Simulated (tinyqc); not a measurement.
What each parameter does: heterojunction of two tight-binding chains.

Left chain: hopping -t1, sites at 2 t1 (band bottom 0). Right chain: hopping -t2, sites at dE + 2 t2 (bottom dE). t = c/(m a^2), c = hbar^2/2m0. The bond across the interface is -tc with tc = f sqrt(t1 t2), and the last left site has the extra energy U. In a chain E = bottom + 2t (1 - cos(ka)); the surface Green function of a half chain is g = -exp(ika)/t, with Im k > 0 where cos(ka) > 1.

Constants: hbar^2/2m0 = 3.80998211 eV angstrom^2.

Parameters, chosen for this exercise (masses and offset of the size met at GaN / AlGaN; shifted at random, so the results belong to these values and not to a real crystal):
```
symbol  value  unit      meaning
a       4      angstrom  site spacing
m1      0.216  m0        mass on the left
m2      0.254  m0        mass on the right
dE      0.43   eV        band offset
f       1                factor on the interface hopping
U       0.53   eV        extra energy on the last left site
E       0.74   eV        electron energy
```

T = 4 Im(S1) Im(S2) |G|^2 with G = 1/(E - 2 t1 - U - S1 - S2), S1 = -t1 exp(i k1 a), S2 = -(tc^2/t2) exp(i k2 a).

Results for these values:
```
case       T    k1 a    k2 a
base  0.9242  0.8441  0.5833
```

What happens to each result for f = 0.9, all else kept?

Answer: T falls from 0.9242 to 0.8110; k1 a does not change at the printed digits; k2 a does not change at the printed digits.

The same for each parameter in turn:
```
case                   T    k1 a    k2 a
base              0.9242  0.8441  0.5833
m1 = 0.2592 m0    0.9083  0.9307  0.5833
m2 = 0.3048 m0    0.9272  0.8441  0.6408
dE = 0.38 eV      0.9270  0.8441  0.6300
f = 0.9           0.8110  0.8441  0.5833
U = 0.73 eV       0.8544  0.8441  0.5833
a = 3.2 angstrom  0.9415  0.6678  0.4642
```

(tinyqc, `OMP_NUM_THREADS=1 python tinyqc.py 1450274 1450275 out.jsonl`, Intel(R) Xeon(R) Processor @ 2.30GHz, 1 thread, shared host, about 0.01 s.)
